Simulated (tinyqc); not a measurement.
# Hot electrons in a saturated n-channel MOSFET, lucky-electron model: effects of single changes

Beyond pinch-off the lateral field grows as Esat cosh(y/l) over the velocity-saturated region (pseudo-two-dimensional model). Impact ionisation in this region gives the substrate current, which biases the body forward through Rsub. Currents are per width. Local-field laws: they overstate ionisation when the field peak is narrower than an energy relaxation length.

Parameters, values chosen for the exercise; values close to those of silicon n-channel devices: channel length L = 0.35 um; oxide thickness tox = 8.6 nm; junction depth xj = 150 nm; threshold VT = 0.56 V; effective mobility mu = 260 cm^2/(V s); saturation velocity vs = 7.3e6 cm/s; ionisation prefactor Ai = 2e6 1/cm; ionisation field Bi = 1.7 MV/cm; resistance of the lightly doped drain Rd = 400 ohm um; substrate resistance Rsub = 13000 ohm um; fall of VT per volt of forward body bias kb = 0.31; lifetime exponent m = 2.9; lifetime constant Hl = 760 s uA/um; drain voltage Vd = 2.8 V; gate voltage Vg = 2 V.

Constants: eps0 = 8.8541878128e-14 F/cm where lengths are in cm. Results are converted to the units shown.

Each table varies one quantity; the others keep the values above.

## Effect of the drain voltage

Cox = 3.9 eps0/tox, l = sqrt(3 tox xj), Esat = 2 vs/mu. Overdrive g = Vg - VT + kb Vb; Vdsat = g Esat L/(g + Esat L); Id = Cox vs (g - Vdsat); dV = Vd - Id Rd - Vdsat; Em = sqrt((dV/l)^2 + Esat^2); Isub = Id (Ai/Bi) l Em exp(-Bi/Em). Vb = Rsub Isub is solved self-consistently. Lifetime tau = (Hl/Id)(Isub/Id)^(-m); 1 year = 3.15576e7 s.

Effect of the drain voltage:

| Vd (V) | Id (uA/um) | Em (MV/cm) | Isub (uA/um) | Isub/Id | tau (years) |
|---|---|---|---|---|---|
| 1.7 | 178.5 | 0.1400 | 9.703e-4 | 5.436e-6 | 2.499e8 |
| 1.9 | 178.5 | 0.1699 | 0.01001 | 5.610e-5 | 2.871e5 |
| 2.1 | 178.5 | 0.2005 | 0.05447 | 3.051e-4 | 2114 |
| 2.3 | 178.6 | 0.2315 | 0.1958 | 0.001096 | 51.75 |
| 2.5 | 178.9 | 0.2627 | 0.5326 | 0.002977 | 2.851 |
| 2.7 | 179.4 | 0.2940 | 1.191 | 0.006637 | 0.2780 |
| 2.9 | 180.3 | 0.3254 | 2.310 | 0.01281 | 0.04107 |
| 3.1 | 181.7 | 0.3566 | 4.033 | 0.02220 | 0.008277 |

As Vd goes from 1.7 to 3.1 V, Em rises from 0.140 to 0.357 MV/cm, Isub rises from 9.70e-4 to 4.03 uA/um and tau falls from 2.50e8 to 0.00828 years. The slope of ln(tau) against 1/Vd is 109 V between the first two rows and 72.0 V between the last two; ten years are last met at Vd = 2.3 V among the rows. For Vd = 1.7 to 2.1 V tau is a far extrapolation that only says that hot carriers are no limit.

## Effect of the channel length

Same model as above.

Results:

| L (um) | Id (uA/um) | Em (MV/cm) | Isub (uA/um) | Isub/Id | tau (years) |
|---|---|---|---|---|---|
| 0.17 | 258.55 | 0.34530 | 4.7539 | 0.018387 | 0.010049 |
| 0.25 | 216.25 | 0.32635 | 2.8232 | 0.013055 | 0.032432 |
| 0.35 | 179.81 | 0.30971 | 1.6840 | 0.0093654 | 0.10220 |
| 0.7 | 113.46 | 0.27891 | 0.52202 | 0.0046011 | 1.2723 |
| 0.99 | 86.964 | 0.26651 | 0.28792 | 0.0033108 | 4.3107 |
| 1.4 | 65.399 | 0.25640 | 0.16196 | 0.0024764 | 13.306 |

Estimate the missing row, L = 0.49 um.

Computed row:

| L (um) | Id (uA/um) | Em (MV/cm) | Isub (uA/um) | Isub/Id | tau (years) |
|---|---|---|---|---|---|
| 0.49 | 145.66 | 0.29392 | 0.96401 | 0.0066184 | 0.34530 |

With this row back in the table: As L goes from 0.17 to 1.4 um, Em falls from 0.345 to 0.256 MV/cm, Isub falls from 4.75 to 0.162 uA/um and tau rises from 0.0100 to 13.3 years. From the first row to the last, log10(tau) changes by 3.1: 2.5 from (Isub/Id)^(-m), which holds Em and l, and 0.60 from 1/Id. For L = 0.17 to 0.25 um the saturated region takes over 60 % of L, so using the full L in Vdsat is rough.

## Effect of the oxide thickness

Same model as above.

Result of one run:

| tox (nm) | Id (uA/um) | Em (MV/cm) | Isub (uA/um) | Isub/Id | tau (years) |
|---|---|---|---|---|---|
| 14 | 109.8 | 0.2489 | 0.2757 | 0.002512 | 7.607 |

What becomes of these results when the oxide thickness tox is changed from 14 to 7.3 nm, all else the same?

Result of the changed run:

| tox (nm) | Id (uA/um) | Em (MV/cm) | Isub (uA/um) | Isub/Id | tau (years) |
|---|---|---|---|---|---|
| 7.3 | 213.0 | 0.3328 | 2.888 | 0.01356 | 0.02950 |

The whole series:

| tox (nm) | Id (uA/um) | Em (MV/cm) | Isub (uA/um) | Isub/Id | tau (years) |
|---|---|---|---|---|---|
| 4.8 | 333.8 | 0.3961 | 9.889 | 0.02962 | 0.001952 |
| 5.9 | 266.5 | 0.3643 | 5.540 | 0.02078 | 0.006831 |
| 7.3 | 213.0 | 0.3328 | 2.888 | 0.01356 | 0.02950 |
| 9.1 | 169.7 | 0.3020 | 1.387 | 0.008175 | 0.1606 |
| 11 | 140.0 | 0.2775 | 0.7025 | 0.005019 | 0.8016 |
| 14 | 109.8 | 0.2489 | 0.2757 | 0.002512 | 7.607 |
| 17 | 90.34 | 0.2280 | 0.1224 | 0.001355 | 55.36 |

As tox goes from 4.8 to 17 nm, Em falls from 0.396 to 0.228 MV/cm, Isub falls from 9.89 to 0.122 uA/um and tau rises from 0.00195 to 55.4 years. From the first row to the last, log10(tau) changes by 4.5: 3.9 from (Isub/Id)^(-m), which holds Em and l, and 0.57 from 1/Id.

Program tinyqc, `OMP_NUM_THREADS=1 python tinyqc.py 2550130 2550131 out.jsonl`; Intel Xeon 2.30GHz, shared host, one thread, about 0.01 s.
